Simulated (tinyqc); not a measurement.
Comparisons within one model: finite square well with mass mismatch (envelope functions). A value that a table varies takes the place of the one given here.

A square well of width L and depth V0, mass mw inside and mb outside, energies from the bottom of the well, c = hbar^2/2m0. k = sqrt(mw E/c), kappa = sqrt(mb (V0 - E)/c). psi and psi'/m are continuous at the walls (BenDaniel-Duke), so level n solves k L + 2 atan[(k/mw)/(kappa/mb)] = n pi.

Non-parabolic bands: mw is replaced by mw (1 + alpha_w E) and mb by mb (1 - alpha_b (V0 - E)), in k, kappa and the matching condition alike.

Constants: hbar^2/2m0 = 3.80998211 eV angstrom^2.

Values chosen for the exercise (near those of an InGaAs well in InP; shifted at random, so the results belong to these values and not to a real crystal): V0 = 0.261 eV (barrier height); mw = 0.0402 m0 (mass in the well); mb = 0.0784 m0 (mass in the barrier); Ls = (30, 45, 67, 101, 152, 227, 341) angstrom (widths); L = 49 angstrom (well width); alpha_w = 1.1 1/eV (non-parabolicity in the well); alpha_b = 0.58 1/eV (non-parabolicity in the barrier).

## Width of the well

Levels against L, beside the infinite well E1(hard) = c (pi/L)^2/mw; Pb is the probability of level 1 in the barriers; a dash marks an unbound level.

Levels:
```
L (angstrom)  bound levels  E1 (eV)  E2 (eV)  E1(hard) (eV)     Pb
30                       1   0.1419        -         1.0393  0.345
45                       1   0.1009        -         0.4619  0.203
67                       2   0.0664   0.2499         0.2084  0.108
101                      2   0.0399   0.1613         0.0917  0.051
152                      3   0.0223   0.0904         0.0405  0.022
227                      4   0.0119   0.0481         0.0182  0.009
341                      6   0.0060   0.0242         0.0080  0.003
```

What does this show, and why?

The infinite well overestimates E1 by a factor 7.32 at 30 angstrom and 1.34 at 341 angstrom. The local exponent d ln E1/d ln L goes from -0.84 (first two rows) to -1.68 (last two), towards the -2 of hard walls, as Pb falls from 0.345 to 0.003. E2 - E1 is largest at 67 angstrom of the widths listed.

## Levels of description

The same well five ways. mb = mw: the barrier takes the mass of the well. psi' continuous: kappa holds mb but the condition drops the masses, k L + 2 atan(k/kappa) = n pi. The last column is measured against BenDaniel-Duke.

Levels (eV):
```
model                E1      E2      E3  E1 - E1(BDD) (meV)
infinite walls   0.3896  1.5583  3.5063               296.7
mb = mw          0.1139       -       -                21.0
BenDaniel-Duke   0.0929       -       -                 0.0
psi' continuous  0.1362       -       -                43.3
non-parabolic    0.0942       -       -                 1.3
```

How do the results move?

Hard walls put E1 296.7 meV too high. Ignoring the mass step moves it by +21.0 meV and the wrong matching by +43.3 meV: with mb/mw = 1.95, continuity of psi'/m lets the slope outside be 1.95 times the slope inside, which acts like a softer wall. Non-parabolicity shifts E1 by +1.3 meV, the balance of a heavier mass in the well, which lowers it, and a lighter mass deep in the barrier, which hardens the wall. Among the finite wells the largest departure in E1 is that of the model 'psi' continuous'.

## What each parameter does

Parabolic bands. Pb is the probability of level 1 in the barriers, (A^2/kappa)/(A^2/kappa + L/2 + sin(kL)/(2k)) with A = cos(kL/2). Each row changes one parameter from the base and keeps the others.

Results:
```
case             E1 (eV)  bound levels      Pb  V0 - E1 (eV)
base              0.0929             1  0.1789        0.1681
L = 54 angstrom   0.0841             1  0.1541        0.1769
V0 = 0.3 eV       0.0995             1  0.1609        0.2005
mw = 0.0442 m0    0.0913             1  0.1717        0.1697
mb = 0.0627 m0    0.0997             1  0.1927        0.1613
```

What does this show?

The largest shifts from the base row, up to three for each result and ties (the steps differ in size, so this ranks the rows, not the parameters). E1 (eV): L -0.0088, mb +0.0068, V0 +0.0066. bound levels: unchanged at the printed digits by L, V0, mw and mb. Pb: L -0.0248, V0 -0.0180, mb +0.0138. V0 - E1 (eV): V0 +0.0324, L +0.0088, mb -0.0068.

(tinyqc, `OMP_NUM_THREADS=1 python tinyqc.py 1280951 1280952 out.jsonl`, Intel(R) Xeon(R) Processor @ 2.30GHz, 1 thread, shared host, about 0.01 s.)
